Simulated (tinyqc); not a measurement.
Plane-wave Kohn-Sham cycle with exchange-only LDA in a layered model solid, step by step. One step of it, computed by the program tinyqc.

Task: Iteration 1: levels at that k. Diagonalise the Hermitian matrix.

H (hartree):
```
,-2,-1,+0,+1,+2
-2,0.279580,-0.275000,0.055000,0.000000,0.000000
-1,-0.275000,-0.076274,-0.275000,0.055000,0.000000
+0,0.055000,-0.275000,-0.194892,-0.275000,0.055000
+1,0.000000,0.055000,-0.275000,-0.076274,-0.275000
+2,0.000000,0.000000,0.055000,-0.275000,0.279580
```

Give: eigenvalues.

Result:

eigenvalues (hartree): -0.524  -0.269  0.033  0.417  0.554
